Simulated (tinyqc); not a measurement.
# Implanted layer, carriers, mobility and sheet resistance with incomplete ionisation, step by step

Numbers from tinyqc (`OMP_NUM_THREADS=1 python tinyqc.py 2110058 2110059 out.jsonl`; about 0.01 s on one thread of a shared Intel Xeon 2.30GHz). Printed values are rounded.

An n-type layer from the surface x = 0 to the junction xj, N(x) = N0 exp(-(x - Rp)^2/(2 sg^2)). Local neutrality (no depletion at surface or junction, no spilling of carriers), intrinsic carriers neglected, Boltzmann statistics.

Parameters, values chosen for the exercise; values close to those of phosphorus in silicon over a p-type background:
```
symbol    value        unit                                 meaning
T           350           K                             temperature
Nb       1.3e15       cm^-3  background doping of the opposite type
N0       7.5e17       cm^-3             peak chemical concentration
m1         66.4  cm^2/(V s)           mobility limit at high doping
m2         1410  cm^2/(V s)  mobility limit at low doping, at 300 K
Nr      9.35e16       cm^-3    reference doping of the mobility law
am        0.737                        exponent of the mobility law
bt          1.9                          temperature exponent of m2
Ns      4.01e20       cm^-3       solubility limit of active dopant
NB      3.67e19       cm^-3  conduction-band density of states at T
Ei       0.0438          eV   ionisation energy in the dilute limit
gd            2                      degeneracy factor of the level
ks       5.3e-9       eV cm              lowering of Ei per N^(1/3)
sg           41          nm                straggle after annealing
Rp           60          nm                         projected range
```

Constants: q = 1.602176634e-19 C, kB = 1.380649e-23 J/K, Vt = kB T/q. Results are converted to the units shown.

## Junction depth and local values

xj = Rp + sg sqrt(2 ln(N0/Nb)); 12 equal steps from 0 to xj. Active dopant A = min(N, Ns); n solves n (n + Nb)/(A - Nb - n) = K, K = (NB/gd) exp(-E/Vt), E = max(Ei - ks A^(1/3), 0), so n = 2 K (A - Nb)/[Nb + K + sqrt((Nb + K)^2 + 4 K (A - Nb))]; mobility mu = m1 + (m2 (T/300 K)^(-bt) - m1)/(1 + ((A + Nb)/Nr)^am).

xj = 206.201 nm

```
point   x (nm)   N (cm^-3)   A (cm^-3)  n (1e17 cm^-3)  mu (cm^2/(V s))
0        0.000  2.57053e17  2.57053e17         2.43356          382.807
1       17.183  4.34756e17  4.34756e17         4.00635          306.169
2       34.367  6.16856e17  6.16856e17         5.53900          262.619
3       51.550  7.34240e17  7.34240e17         6.49062          243.255
4       68.734  7.33176e17  7.33176e17         6.48211          243.410
5       85.917  6.14178e17  6.14178e17         5.51698          263.122
6      103.100  4.31615e17  4.31615e17         3.97926          307.137
7      120.284  2.54457e17  2.54457e17         2.40994          384.408
8      137.467  1.25849e17  1.25849e17         1.21374          503.620
9      154.650  5.22154e16  5.22154e16         0.50348          659.132
10     171.834  1.81746e16  1.81746e16         0.16807          816.104
11     189.017  5.30696e15  5.30696e15         0.04002          929.564
12     206.201      1.3e15      1.3e15         0.00000          986.378
```

At the point of highest doping 88.6 % of the net active dopant gives free carriers. The mobility runs from 243 to 986 cm^2/(V s).

## Sheet quantities by the trapezoid rule

Dose = integral of N, carrier sheet density = integral of n, 1/Rs = q integral of n mu, mean mobility 1/(q Rs sheet density), Hall mobility (unit Hall factor) = integral of n mu^2 over integral of n mu, Hall sheet density = (integral of n mu)^2/integral of n mu^2; all from 0 to xj.

dose = 7.1311e12 cm^-2
carrier sheet density = 6.4552e12 cm^-2
Rs = 3295.7 ohm/square
mean mobility = 293.39 cm^2/(V s)
Hall mobility = 316.71 cm^2/(V s)
Hall sheet density = 5.9799e12 cm^-2

Carriers make up 90.5 % of the dose. A Hall measurement weights the mobile tail, so its sheet density is 7.4 % below the true one. With 4000 steps Rs = 3287 ohm/square; the coarse value is 0.25 % above it.
